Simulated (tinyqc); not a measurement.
Conductance of a narrow metal strip with scatterers (square lattice, Green functions): one step. Modes at the Fermi energy.

A strip of W sites across with hard walls, site energy 0 and hopping -t. Mode n = 1 to W has profile chi_n(j) = sqrt(2/(W + 1)) sin(n j pi/(W + 1)) and energy en = -2t cos(n pi/(W + 1)); E = en - 2t cos(kn a). With z_n = exp(i kn a) (Im k > 0 for closed modes, |z| < 1) each lead gives the self-energy -t z_n in mode n. One column carries the site energies v, here a uniform barrier across the strip, as of a grain boundary. In the mode basis V_nm = sum_j chi_n(j) v_j chi_m(j), G = (E - en + 2 t z_n - V)^-1, and t_nm = 2t sqrt(sin(kn a) sin(km a)) G_nm in size for open modes. T = sum |t_nm|^2, conductance (2e^2/h) T.

Constants: e^2/h = 3.874045865e-05 S.

Parameters, chosen for this exercise (hopping and spacing of the size met in Cu or Al; the lattice is a model; shifted at random, so the results belong to these values and not to a real crystal):

| symbol | value | unit | meaning |
|---|---|---|---|
| t | 1.04 | eV | hopping |
| a | 2.47 | angstrom | spacing |
| W | 5 |  | sites across |
| E | -0.6 | eV | Fermi energy |

Task: For each n: en, cos(kn a) = (en - E)/(2t), z_n and the velocity 2 t a sin(kn a) (zero if closed).

Give: Modes.

Result:

Modes:

| n | en (eV) | cos(k a) | z | dE/dk (eV angstrom) |
|---|---|---|---|---|
| 1 | -1.8013 | -0.57756 | -0.57756+0.81635i | 4.1941 |
| 2 | -1.0400 | -0.21154 | -0.21154+0.97737i | 5.0213 |
| 3 | 0.0000 | 0.28846 | 0.28846+0.95749i | 4.9192 |
| 4 | 1.0400 | 0.78846 | 0.78846+0.61508i | 3.1601 |
| 5 | 1.8013 | 1.15449 | 0.57756 | 0.0000 |

4 of 5 modes are open, so the clean strip has a resistance of 3227 ohm, whatever its length.

Program tinyqc; command `OMP_NUM_THREADS=1 python tinyqc.py 1482423 1482424 out.jsonl`; about 0.01 s on one thread of a shared Intel(R) Xeon(R) Processor @ 2.30GHz.
